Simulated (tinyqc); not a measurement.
p-n heterojunction, non-linear Poisson equation by Newton steps, Boltzmann statistics: one step of the calculation.

One dimension, material 1 (p-type) at x < 0 and material 2 (n-type) at x > 0. Band edges: Ec = -psi in material 1 and -psi + dEc in material 2, Ev = Ec - Eg. Flat quasi-Fermi levels: 0 for holes, +V for electrons. n = Nc F((EFn - Ec)/Vt), p = Nv F((Ev - EFp)/Vt), with F(eta) = exp(eta) (Boltzmann statistics); full ionisation, no interface charge, classical densities; the doping types are chosen for the exercise. The polarisation charge of real nitride interfaces, of order 1e13 cm^-2, is left out.

Task. Newton step. Solve the tridiagonal system a_(i-1) d_(i-1) + b_i d_i + a_i d_(i+1) = -F_i for nodes 1 to 11, with d = 0 on fixed nodes. Half of the step is added while the largest |d| exceeds 1.5 Vt, the full step after that.

Values chosen for this exercise:
- T = 300 K (temperature)

Constants: q = 1.602176634e-19 C, kB = 1.380649e-23 J/K, Vt = kB T/q. Results are converted to the units shown.

| interval | coupling a_i (F/cm^2) |
|---|---|
| 0 | 9.4731417e-9 |
| 1 | 2.5063735e-8 |
| 2 | 6.6406409e-8 |
| 3 | 1.7419023e-7 |
| 4 | 4.5950182e-7 |
| 5 | 1.2534993e-6 |
| 6 | 1.0988274e-6 |
| 7 | 9.3161454e-7 |
| 8 | 7.8631686e-7 |
| 9 | 6.6440727e-7 |
| 10 | 5.6387196e-7 |
| 11 | 4.7615854e-7 |

| node | diagonal b (F/cm^2) | residual F (C/cm^2) |
|---|---|---|
| 1 | -1.8371153e-6 | 1.5252941e-9 |
| 2 | -1.0712155e-7 | 1.1536651e-8 |
| 3 | -2.4059664e-7 | 2.8792374e-8 |
| 4 | -6.3369205e-7 | 6.3925361e-9 |
| 5 | -1.7130012e-6 | 2.5681070e-9 |
| 6 | -2.3523268e-6 | 3.1401383e-8 |
| 7 | -2.0304420e-6 | 3.2936849e-8 |
| 8 | -1.7179314e-6 | 3.7955714e-8 |
| 9 | -1.4507241e-6 | 4.3726735e-8 |
| 10 | -1.2282792e-6 | 5.0296224e-8 |
| 11 | -1.0400305e-6 | 2.9608573e-7 |

| node | psi at the start (V) |
|---|---|
| 0 | -3.6779092 |
| 1 | -3.6774067 |
| 2 | -3.5798654 |
| 3 | -3.1050816 |
| 4 | -2.7197825 |
| 5 | -2.5541814 |
| 6 | -2.4906451 |
| 7 | -2.4158337 |
| 8 | -2.3287854 |
| 9 | -2.2285758 |
| 10 | -2.1159062 |
| 11 | -1.9937540 |
| 12 | -1.3669173 |

Wanted: Newton step d, before damping; psi after iteration 1.

Result.

| node | Newton step d, before damping (V) |
|---|---|
| 1 | 0.0174 |
| 2 | 1.2139 |
| 3 | 1.7779 |
| 4 | 1.8277 |
| 5 | 1.8326 |
| 6 | 1.8324 |
| 7 | 1.8035 |
| 8 | 1.7341 |
| 9 | 1.6037 |
| 10 | 1.3834 |
| 11 | 1.0347 |

| node | psi after iteration 1 (V) |
|---|---|
| 0 | -3.6779 |
| 1 | -3.6687 |
| 2 | -2.9729 |
| 3 | -2.2161 |
| 4 | -1.8059 |
| 5 | -1.6379 |
| 6 | -1.5745 |
| 7 | -1.5141 |
| 8 | -1.4617 |
| 9 | -1.4267 |
| 10 | -1.4242 |
| 11 | -1.4764 |
| 12 | -1.3669 |

tinyqc, about 0.03 s, one thread, Intel Xeon 2.30GHz (shared host): `OMP_NUM_THREADS=1 python tinyqc.py 2040016 2040017 out.jsonl`
